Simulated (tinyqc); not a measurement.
One-diode model of a solar cell: effect of the series resistance.

J is the current delivered and Vj = V + J Rs the junction voltage. J = X JL - J01 (exp(Vj/(n1 Vt)) - 1) - Vj/Rp. The photocurrent does not depend on voltage.

Jsc at V = 0, Voc at J = 0, the maximum power point where J (1 + 2 Rs G) = G Vj with G = -dJ/dVj; FF = Vmp Jmp/(Voc Jsc); efficiency Vmp Jmp/(X Pin). Empirical fill factor without parasitics FF0 = (v - ln(v + 0.72))/(v + 1), v = Voc/(n1 Vt).

Parameters, values chosen for the exercise; values of the order met in cells of silicon:
```
symbol   value      unit                          meaning
T          300         K                      temperature
JL        41.1   mA/cm^2          photocurrent at one sun
X           10      suns                    concentration
J01     1.4e-8    A/cm^2  saturation current of the diode
n1        1.53               ideality factor of the diode
Rp       40000  ohm cm^2                 shunt resistance
Pin        100   mW/cm^2        incident power at one sun
```

Constants: q = 1.602176634e-19 C, kB = 1.380649e-23 J/K, Vt = kB T/q. Results are converted to the units shown.

The same in every row: Voc (V) = 0.6801; FF0 = 0.7864.

Result of one run:
```
Rs (ohm cm^2),Jsc (mA/cm^2),Vmp (V),Jmp (mA/cm^2),FF,efficiency (%)
0.025,411.0,0.5634,383.6,0.7732,21.61
```

What becomes of these results when the series resistance Rs is changed from 0.025 to 0 ohm cm^2, all else the same?

Result of the changed run:
```
Rs (ohm cm^2),Jsc (mA/cm^2),Vmp (V),Jmp (mA/cm^2),FF,efficiency (%)
0,411.0,0.5718,384.4,0.7863,21.98
```

The whole series:
```
Rs (ohm cm^2),Jsc (mA/cm^2),Vmp (V),Jmp (mA/cm^2),FF,efficiency (%)
0,411.0,0.5718,384.4,0.7863,21.98
0.005,411.0,0.5701,384.2,0.7837,21.91
0.011,411.0,0.5681,384.0,0.7805,21.82
0.025,411.0,0.5634,383.6,0.7732,21.61
0.055,411.0,0.5534,382.6,0.7574,21.17
0.12,411.0,0.5322,380.1,0.7236,20.23
0.27,411.0,0.4856,372.7,0.6475,18.10
0.6,411.0,0.4036,342.6,0.4947,13.83
```

As Rs goes from 0 to 0.6, Voc stays at 0.680 V, FF falls from 0.786 to 0.495 and the efficiency falls from 22.0 to 13.8 %. Voc does not depend on Rs, since no current flows through it at open circuit; between the first two rows FF drops by 1.11 times rs = Rs Jsc/Voc in relative terms.

Computed by the program tinyqc: `OMP_NUM_THREADS=1 python tinyqc.py 2280126 2280127 out.jsonl`, one thread of a shared Intel Xeon 2.30GHz, about 0.01 s for the whole run.
